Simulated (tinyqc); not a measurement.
Matthiessen's rule against the full average: mobility of a non-polar semiconductor in the relaxation-time approximation. Computed by tinyqc, a small Python program. Command: `OMP_NUM_THREADS=1 python tinyqc.py 3018356 3018357 out.jsonl rta walk`. One thread of a shared host (Intel(R) Xeon(R) Processor @ 2.30GHz), about 0.01 s of CPU time with the checks.

Each valley is treated as a sphere of mass m_d for states and rates, with one isotropic relaxation time; the conductivity mass m_c sets the current.

Inputs (values chosen for the exercise, modelled on holes in germanium):
```
quantity                                            value       unit
longitudinal mass m_l                               0.296        m_0
transverse mass m_t                                 0.296        m_0
equivalent valleys Z                                    1          -
static permittivity eps_s                              16          -
density rho                                          5323     kg/m^3
sound velocity v_l                                   5160        m/s
acoustic deformation potential D_A                    4.7         eV
phonon energy hbar w                                 37.3        meV
optical or intervalley deformation potential D_o      8.7  1e8 eV/cm
final valleys Z_f                                       1          -
carrier density n                                 4.8e+14     1/cm^3
compensation ratio C                                    0          -
temperature T                                         350          K
```

Band: parabolic. Impurity formula: Brooks-Herring. Further scattering: none.

Constants: k_B = 8.617333262e-05 eV/K; m_0 = 9.1093837015e-31 kg; e = 1.602176634e-19 C; hbar = 1.054571817e-34 J s; eps_0 = 8.8541878128e-12 F/m; k_B = 1.380649e-23 J/K; hbar = 6.582119569e-16 eV s.

Method:
- m_d = (m_l m_t^2)^(1/3); 1/m_c = (1/m_l + 2/m_t)/3; Hall mass factor A = 3 K_m (K_m + 2)/(2 K_m + 1)^2, K_m = m_l/m_t; N_I = n (1 + C)/(1 - C).
- Parabolic band: E = hbar^2 k^2/(2 m), speed v = hbar k/m, states per spin, volume and energy g(E) = m k/(2 pi^2 hbar^2). Here m = m_d. Masses are multiplied by m_0 and all formulas are in SI units.
- The reduced Fermi level eta = E_F/(k_B T) solves n = 2 Z int g f dE with f = 1/(1 + exp(x - eta)) (Z = 1 unless valleys are given); screening length L_s = sqrt(eps_s eps_0 k_B T/(e^2 dn/deta)), dn/deta = 2 Z int g f (1 - f) dE.
- Integrals over x = E/(k_B T) use 160 Gauss-Legendre points in u = sqrt(x) from 0 to sqrt(max(eta, 0) + 32).
- Phonon occupation N_q = 1/(exp(hbar w/(k_B T)) - 1).
- Acoustic deformation potential (elastic, equipartition, absorption and emission together): 1/tau = 2 pi k_B T D_A^2 g(E)/(hbar rho v_l^2).
- Optical or intervalley deformation potential: 1/tau = (pi Z_f D_o^2/(rho w)) [N_q g(E + hbar w) + (N_q + 1) g(E - hbar w)], with g = 0 below the band edge.
- Each optical term is multiplied by (1 - f(E'))/(1 - f(E)), E' the final energy, for Pauli blocking.
- Singly charged impurities, momentum relaxation: 1/tau = N_I e^4 m (1 + 2 alpha E) Phi/(8 pi (eps_s eps_0)^2 hbar^3 k^3), with alpha = 0 for a parabolic band.
- Brooks-Herring: Phi = ln(1 + b) - b/(1 + b), b = 4 k^2 L_s^2.
- mu = (m_d/m_c) (2 Z e/(3 n k_B T)) int g v^2 tau f (1 - f) dE.
- Averages over x are split at the emission threshold x_0 = hbar w/(k_B T): 64 Gauss-Legendre points in sqrt(x) below it and 128 in sqrt(x - x_0) above it, up to x = max(eta, 0) + 32.
- Rates are added at each energy before the average. With <y> = int g v^2 y f (1 - f) dE: Hall factor r_H = A (3 n k_B T/(2 Z m_d)) <tau^2/(1 + 2 alpha E)>/<tau>^2 (alpha = 0 for a parabolic band); Hall mobility r_H mu; |S| = (k_B/e) (<x tau>/<tau> - eta); resistivity 1/(n e mu).
- Matthiessen's rule adds 1/mu of the separate processes.

acoustic mobility = 6526.32 cm^2/(V s)

optical mobility = 3636.19 cm^2/(V s)

ionised impurity mobility = 1.90269e+06 cm^2/(V s)

drift mobility mu = 2227.07 cm^2/(V s)

Separate mobilities:
```
process           mu (cm^2/(V s))  share of the sum of 1/mu (%)
acoustic               6.5263e+03                    3.5737e+01
optical                3.6362e+03                    6.4141e+01
ionised impurity       1.9027e+06                    1.2258e-01
```

mobility by Matthiessen's rule = 2332.3 cm^2/(V s)

excess of Matthiessen's rule over the full mu = 4.7243 %

What follows from these numbers?

The rule gives 2332 against the full 2227, 4.7 % too high; it can only overestimate, since each separate average is carried by the energies where that process is weak. The largest shares are optical (64 %) and acoustic (36 %).

Extremes, crossings and ranges named in words are read from the listed rows.
